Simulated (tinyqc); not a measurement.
## Resonant-tunnelling diode, transfer matrices and Tsu-Esaki current: effect of temperature at two biases

Emitter (band edge 0), barrier d1, well Lw, barrier d2, collector (edge -V). The bias drops linearly over these layers and none in the contacts; each layer is cut into ns equal slices, flat at the value of their centres. E is the energy of motion across the layers, C = hbar^2/(2 m0), psi and psi'/m are continuous. Transport is coherent, T(E) is taken as independent of the transverse momentum, and charge in the well is ignored.

The current at V = 0.545 V and at V = 0.833 V, Ef held fixed. For the pair (psi, psi'/m) a flat layer has M = [[cos kd, (m/k) sin kd], [-(k/m) sin kd, cos kd]] with k = sqrt(m (E - U)/C) above its edge U, and M = [[cosh Kd, (m/K) sinh Kd], [(K/m) sinh Kd, cosh Kd]] with K = sqrt(m (U - E)/C) below it. Later slices stand to the left. With M acting on (psi, psi'/m) and v = k/m in each lead, T(E) = 4 vL vR/[(vL vR M12 - M21)^2 + (vR M11 + vL M22)^2]. J = J0 times the integral over E > 0 of T(E) N(E), N = ln[(1 + exp((Ef - E)/Vt))/(1 + exp((Ef - V - E)/Vt))], J0 = q^2 mw m0 kB T/(2 pi^2 hbar^3) (times 1e-4 for A/cm^2 per eV). The integral is converged to the digits shown.

Values chosen for this exercise; masses and offsets close to those of InGaAs wells and AlAs barriers: mass in the well, spacer and contacts mw = 0.04 m0; barrier height U1 = 1.2 eV; barrier mass m1 = 0.15 m0; emitter barrier d1 = 1 nm; well width Lw = 2.6 nm; collector barrier d2 = 1.3 nm; slices in each layer ns = 3; Fermi energy of both contacts above their band edges Ef = 0.26 eV.

Constants: q = 1.602176634e-19 C, kB = 1.380649e-23 J/K, hbar = 1.054571817e-34 J s, m0 = 9.1093837015e-31 kg, Vt = kB T/q, hbar^2/(2 m0) = 0.0380998212 eV nm^2. Results are converted to the units shown.

Results:

| T (K) | J at 0.545 V (kA/cm^2) | J at 0.833 V (kA/cm^2) | ratio |
|---|---|---|---|
| 40 | 1895 | 43.59 | 43.47 |
| 150 | 1895 | 43.95 | 43.13 |
| 220 | 1896 | 44.40 | 42.70 |
| 300 | 1897 | 45.13 | 42.03 |
| 400 | 1899 | 46.38 | 40.94 |

Estimate the missing row, T = 77 K.

Computed row:

| T (K) | J at 0.545 V (kA/cm^2) | J at 0.833 V (kA/cm^2) | ratio |
|---|---|---|---|
| 77 | 1895 | 43.66 | 43.40 |

With this row back in the table: The first current stays near 1900 kA/cm^2, the second rises from 43.6 to 46.4 kA/cm^2, and their ratio falls from 43.5 to 40.9.

Program tinyqc, `OMP_NUM_THREADS=1 python tinyqc.py 2600142 2600143 out.jsonl`; Intel Xeon 2.30GHz, shared host, one thread, about 0.1 s.
